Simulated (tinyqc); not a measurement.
Free and trapped electrons in a MOS channel with a dense trap tail: one step of the calculation.

p-type body, charge-sheet picture, full ionisation (an idealisation for deep acceptors), Boltzmann statistics for free electrons. e = Ec - EF at the surface. Acceptor-like traps of density D(E) = D0 + De exp(-E/Ew) at depth E below Ec, from 0 to Eu, hold n_t = integral of D(E)/(1 + exp((e - E)/Vt)). psi = Eg - Vt ln(Nv/Na) - e; N_dep = sqrt(2 eps0 eps_r Na (psi - Vt)/q); n_f = sqrt(N_dep^2 + 2 eps0 eps_r Vt Nc exp(-e/Vt)/q) - N_dep; Vg = Vfb + psi + q (N_dep + n_t + n_f)/Cox, Cox = eps0 eox/tox.

Question. Charges and gate voltage. psi, N_dep, n_f and Vg as defined, with the n_t given; free share n_f/(n_f + n_t); apparent mobility mf n_f/(n_f + n_t); gate voltage spent on traps q n_t/Cox.

Inputs (values chosen for the exercise); band and dielectric values close to those of 4H silicon carbide:
- T = 250 K (temperature)
- Eg = 3.23 eV (band gap)
- eps_r = 9.78 (relative permittivity)
- Nc = 1.3e19 cm^-3 (conduction-band density of states at T)
- Nv = 1.88e19 cm^-3 (valence-band density of states at T)
- eox = 3.9 (relative permittivity of the insulator)
- tox = 25 nm (insulator thickness)
- Na = 2.6e16 cm^-3 (acceptor density)
- Vfb = -2.87 V (flat-band voltage without trapped charge)
- mf = 68 cm^2/(V s) (mobility of free electrons)
- e = 0.037 eV (Ec - EF at the surface)

Constants: q = 1.602176634e-19 C, kB = 1.380649e-23 J/K, Vt = kB T/q, eps0 = 8.8541878128e-14 F/cm where lengths are in cm. Results are converted to the units shown.

n_t = 2.5668212e11 cm^-2

Wanted: psi; N_dep; n_f; Vg; free share; apparent mobility; gate voltage spent on traps.

Answer.

psi = 3.0512 V
N_dep = 9.2275e11 cm^-2
n_f = 2.5832e11 cm^-2
Vg = 1.8489 V
free share = 50.159 %
apparent mobility = 34.108 cm^2/(V s)
gate voltage spent on traps = 0.29774 V

tinyqc, about 0.02 s, one thread, Intel Xeon 2.30GHz (shared host): `OMP_NUM_THREADS=1 python tinyqc.py 2222101 2222102 out.jsonl`
